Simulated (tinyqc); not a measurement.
What each parameter does: interface roughness in a thin film (subband fluctuation and scattering).

Square well of width t, barriers V0, c = hbar^2/2m0: E1 solves k t + 2 atan[(k/mz)/(kappa/mb)] = pi, k = sqrt(mz E/c), kappa = sqrt(mb (V0 - E)/c). One interface is rough, so the subband edge fluctuates by G dt with G = |dE1/dt| (central difference of 0.01 angstrom; 2 E1/t for hard walls).

Gaussian roughness spectrum S(q) = pi D^2 Lc^2 exp(-q^2 Lc^2/4). Degenerate gas, taken to fill one subband (the second starts to fill once c kF^2/md exceeds E2 - E1, which is not tested here): kF = sqrt(2 pi Ns/gv), q = 2 kF sin(theta/2), 1/tau = (md/(2 pi c hbar)) G^2 times the integral from 0 to pi of S(q)(1 - cos theta)/eps(q)^2 dtheta, eps(q) = 1 + qs/q with screening (qs = gv md q0/(c eps), q0 = e^2/(4 pi eps0), form factors left out, which overstates the screening; other scattering is left out too, so these values lie far above measured mobilities in all but the thinnest films) or 1 without; mobility = tau c2/md with c2 = e/m0 = 1.75882e15 cm^2/(V s^2); 1e12/cm^2 = 1e-4/angstrom^2.

Constants: hbar^2/2m0 = 3.80998211 eV angstrom^2; hbar = 6.58211957e-16 eV s; e^2/(4 pi eps0) = 14.39964547 eV angstrom.

Inputs chosen for the exercise (near those of a thin Si channel on (100), two-fold valleys; the results hold for these values, not for the real material):
- t = 36 angstrom (film thickness)
- mz = 0.896 m0 (confinement mass)
- V0 = 3.03 eV (barrier)
- mb = 0.46 m0 (barrier mass)
- md = 0.188 m0 (mass in the plane)
- gv = 2 (valleys)
- D = 1.3 angstrom (rms height of the roughness)
- Lc = 32 angstrom (correlation length)
- Ns = 1.5 x 1e12/cm^2 (sheet density)
- eps = 7.9 (mean dielectric constant at the channel)

G, G D, and the screened mobility. Each row changes one parameter from the base and keeps the others.

Results:

| case | G (meV/angstrom) | G D (meV) | mobility (cm^2/(V s)) |
|---|---|---|---|
| base | 1.566 | 2.04 | 9.415e+05 |
| t = 42 angstrom | 1.005 | 1.31 | 2.283e+06 |
| D = 1.69 angstrom | 1.566 | 2.65 | 5.571e+05 |
| Lc = 40 angstrom | 1.566 | 2.04 | 7.485e+05 |
| Ns = 2.4 x 1e12/cm^2 | 1.566 | 2.04 | 8.116e+05 |
| mz = 1.03 m0 | 1.386 | 1.80 | 1.201e+06 |
| md = 0.216 m0 | 1.566 | 2.04 | 8.991e+05 |
| V0 = 2.12 eV | 1.524 | 1.98 | 9.933e+05 |
| eps = 9.5 | 1.566 | 2.04 | 6.982e+05 |

The largest shifts from the base row, up to three for each result and ties (the steps differ in size, so this ranks the rows, not the parameters). G (meV/angstrom): t -0.560, mz -0.179, V0 -0.041; unchanged at the printed digits by D, Lc, Ns, md and eps. G D (meV): t -0.73, D +0.61, mz -0.23; unchanged at the printed digits by Lc, Ns, md and eps. mobility (cm^2/(V s)): t +1.34e+06, D -3.84e+05, mz +2.59e+05. In the base case G D is 0.21 times EF - E1 = 9.6 meV.

Run: tinyqc, `OMP_NUM_THREADS=1 python tinyqc.py 1251957 1251958 out.jsonl`; Intel(R) Xeon(R) Processor @ 2.30GHz, one thread, shared host; about 0.01 s of CPU time with all checks.
